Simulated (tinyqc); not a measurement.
# Gate sheet resistance from two finger widths

Question. At low frequency R = Rsh Wf/(3 L) + B/Wf, where B collects the channel and vertical terms. Find Rsh, B and the width of lowest R.

Values chosen for this exercise:
```
symbol,value,unit,meaning
L,0.16,um,channel length
```

input resistance of single fingers, contacted at one end, of width 1.4 and 9 um (ohm): [395.63095, 123.75000]

Solution. R Wf is a straight line in Wf^2; the minimum of R lies where both terms are equal.

Rsh = 3.400 ohm/square
B = 540.0 ohm um
width of lowest R = 8.731 um

Numbers from tinyqc (`OMP_NUM_THREADS=1 python tinyqc.py 2262114 2262115 out.jsonl`; about 0.01 s on one thread of a shared Intel Xeon 2.30GHz).
